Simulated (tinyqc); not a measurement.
The window of frequencies: the 3-omega method: a line heater on a substrate with a thin film. Computed by tinyqc, a small Python program. Command: `OMP_NUM_THREADS=1 python tinyqc.py 3015918 3015919 out.jsonl threeomega walk`. One thread of a shared host (Intel(R) Xeon(R) Processor @ 2.30GHz), about 0.01 s of CPU time with the checks.

A current at angular frequency omega = 2 pi f heats the line at 2 omega with the amplitude P per length; the temperature swing Delta T at 2 omega gives a voltage at 3 omega. The substrate is taken as semi-infinite and isotropic, and the heat capacity of heater and film is left out.

Inputs (values chosen for the exercise, modelled on hafnia on silica):

| quantity | value | unit |
|---|---|---|
| substrate conductivity kappa | 1.42 | W/(m K) |
| substrate heat capacity C | 1.66 | 1e6 J/(m^3 K) |
| heater half-width b | 22 | micrometre |
| power amplitude per length P | 0.66 | W/m |
| current frequency f | 2800 | Hz |
| substrate thickness d_s | 525 | micrometre |

Method:
- D = kappa/C; q = sqrt(2 i omega/D); penetration depth 1/|q| = sqrt(D/(2 omega)).
- Delta T_s = (P/(pi kappa)) int_0^infinity (sin x/x)^2 / sqrt(x^2 + (q b)^2) dx with (q b)^2 = i |q b|^2, averaged over the heater width (12 Gauss-Legendre points on each of the pieces 0, 14 log-spaced edges from 1e-5 to 1, and multiples of pi to 40 pi; the tail adds 1/(4 (40 pi)^2)).
- For |q| b much below 1: Delta T_s = (P/(pi kappa)) [-ln(|q| b) + eta - i pi/4], eta = 3/2 - C_E = 0.92278, with Euler's C_E = 0.5772157.
- The slope value uses each f and 2f: kappa = P ln 2/(2 pi [Delta T(f) - Delta T(2f)]).

diffusivity D = 0.855422 mm^2/s

Bare substrate:

| f (Hz) | penetration depth (micrometre) | \|q\| b | in-phase (K) | out-of-phase (K) | narrow-line form (K) | kappa from the slope (W/(m K)) |
|---|---|---|---|---|---|---|
| 0.0014 | 6973.0 | 0.0031550 | 0.98851 | -0.11620 | 0.98851 | 1.4200 |
| 0.014 | 2205.1 | 0.0099770 | 0.81819 | -0.11618 | 0.81818 | 1.4201 |
| 0.14 | 697.30 | 0.031550 | 0.64787 | -0.11609 | 0.64785 | 1.4205 |
| 0.7 | 311.84 | 0.070548 | 0.52889 | -0.11575 | 0.52880 | 1.4227 |
| 2.8 | 155.92 | 0.14110 | 0.42663 | -0.11474 | 0.42625 | 1.4305 |
| 14 | 69.730 | 0.31550 | 0.30906 | -0.11088 | 0.30719 | 1.4711 |
| 56 | 34.865 | 0.63100 | 0.21166 | -0.10151 | 0.20464 | 1.6137 |
| 280 | 15.592 | 1.4110 | 0.11412 | -0.077461 | 0.085589 | 2.2897 |
| 1400 | 6.9730 | 3.1550 | 0.052123 | -0.044655 | -0.033467 | 4.7606 |
| 8400 | 2.8467 | 7.7282 | 0.021263 | -0.020025 | -0.16601 | 11.691 |

The slope gives kappa within 1 % up to |q| b = 0.14 (f = 2.8 Hz) among these rows. The penetration depth stays under d_s/5 = 105 micrometre from f = 14 Hz up, so no row meets both conditions: the heater is too wide for this substrate. At high f the flow turns one-dimensional: in-phase and out-of-phase parts become equal in size (ratio 0.94 in the last row) and fall as f^(-1/2) (exponent -0.50).
